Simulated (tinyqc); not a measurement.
Thin-body transistor below threshold, two-dimensional Poisson equation on a small mesh: course of the iteration: over-relaxation sweep (omega = 1.5).

A thin body on a thick buried insulator of low permittivity, taken as carrying no normal field at the bottom of the body (row 0). Mobile charge is neglected (subthreshold), the body is fully depleted, and potentials are counted from the intrinsic level; rows run upward to the gate, columns from source to drain.

Mesh: rows i = 0..2 in the semiconductor (step hs = tb/2, row 2 on the interface), then 1 step(s) ho = tox/1 up to the gate row 3; columns j = 0..4 (step hy = L/4). Box integration, divided by eps0: up_i = eps hy/h of the interval above row i, dn_i = that of the interval below (0 for row 0), lat_i = (sum of eps h/2 over the intervals above and below)/hy, s_i = -q Na w_i hy/eps0 with w_i the semiconductor height of the box (hs/2 for row 0 and the interface row, hs between, 0 in the insulator). Each free node obeys (up + dn + 2 lat) psi = up psi(above) + dn psi(below) + lat [psi(left) + psi(right)] + s.

Free nodes: rows 0..2, columns 1..3, taken row by row from row 0, left to right. t = (up psi(above) + dn psi(below) + lat [psi(left) + psi(right)] + s)/(up + dn + 2 lat), with the newest neighbours; psi(new) = psi + 1.5 (t - psi).

Stop when the largest change of psi is below 1e-7 V, or after 400 iterations. Fixed values: gate row Vg - Vfb; column 0 at Vbi and the last column at Vbi + Vd in the semiconductor, each running linearly to Vg - Vfb across the insulator.

Values chosen for this exercise; semiconductor permittivity close to that of In0.53Ga0.47As:
- eps_r = 13.9 (relative permittivity of the semiconductor)
- eox = 3.9 (relative permittivity of the insulator)
- tb = 4 nm (body thickness)
- tox = 1.6 nm (insulator thickness)
- L = 34 nm (channel length)
- Na = 0 cm^-3 (acceptor density of the depleted body)
- Vbi = 0.51 V (potential of the source)
- Vfb = -0.03 V (gate offset)
- Vg = 0 V (gate voltage)
- Vd = 0.05 V (drain voltage)

Constants: q = 1.602176634e-19 C, eps0 = 8.8541878128e-14 F/cm where lengths are in cm. Results are converted to the units shown.

psi at the start (fixed values on the edges, free nodes at zero) (V):

|  | j=0 | j=1 | j=2 | j=3 | j=4 |
|---|---|---|---|---|---|
| row 0 | 0.510000 | 0.000000 | 0.000000 | 0.000000 | 0.560000 |
| row 1 | 0.510000 | 0.000000 | 0.000000 | 0.000000 | 0.560000 |
| row 2 | 0.510000 | 0.000000 | 0.000000 | 0.000000 | 0.560000 |
| row 3 | 0.030000 | 0.030000 | 0.030000 | 0.030000 | 0.030000 |

| row | up | dn | lat | s (V) |
|---|---|---|---|---|
| 0 | 59.0750 | 0 | 1.63529 | 0 |
| 1 | 59.0750 | 59.0750 | 3.27059 | 0 |
| 2 | 20.7188 | 59.0750 | 2.00235 | 0 |

Course of the iteration:

| iteration | psi at row 0, j = 2 (V) | largest \|change\| of one entry (V) |
|---|---|---|
| 1 | 7.89465e-4 | 0.0717 |
| 2 | 0.00550569 | 0.0632 |
| 3 | 0.0316486 | 0.0694 |
| 4 | 0.0560328 | 0.0246 |
| 5 | 0.0765997 | 0.0206 |
| 6 | 0.0878961 | 0.0113 |
| 7 | 0.0925567 | 4.66e-3 |
| 8 | 0.0934174 | 9.83e-4 |
| 9 | 0.0930044 | 9.23e-4 |
| ... | ... | ... |
| 14 | 0.0919720 | 6.99e-5 |
| 15 | 0.0919650 | 1.96e-5 |
| 16 | 0.0919634 | 2.91e-6 |
| 17 | 0.0919635 | 4.53e-6 |
| 18 | 0.0919649 | 2.97e-6 |
| 19 | 0.0919660 | 1.82e-6 |
| 20 | 0.0919668 | 7.92e-7 |
| 21 | 0.0919671 | 3.09e-7 |
| 22 | 0.0919672 | 9.77e-8 |

Did this iteration meet its convergence test, and what does its course show?

Yes. Converged in 22 iterations. The changes do not fall evenly; from iteration 17 to 22 they shrink by a factor of 2.2 a step on average.

tinyqc, about 0.09 s, one thread, Intel Xeon 2.30GHz (shared host): `OMP_NUM_THREADS=1 python tinyqc.py 2480027 2480028 out.jsonl`
